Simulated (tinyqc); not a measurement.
# Permittivity and interface capacitance from two thicknesses

Problem. 1/C = t/(eps0 ek) + 2/ci for planar capacitors that differ only in thickness. Find ek, ci and the EOT of the interfaces, 2 x 3.9 eps0/ci.

Constants: eps0 = 8.8541878128e-14 F/cm where lengths are in cm. Results are converted to the units shown.

C at t = 3.7 and 11 nm (uF/cm^2): [1.7651922, 0.60556966]

Answer. 1/C is a straight line in t: the slope gives ek and the intercept 2/ci. A single thickness would give only the effective permittivity; when the interfaces are a small part of 1/C, ci needs very accurate data.

ek = 7.60
ci = 120 uF/cm^2
EOT of the interfaces = 0.0576 nm

tinyqc, about 0.01 s, one thread, Intel Xeon 2.30GHz (shared host): `OMP_NUM_THREADS=1 python tinyqc.py 2102072 2102073 out.jsonl`
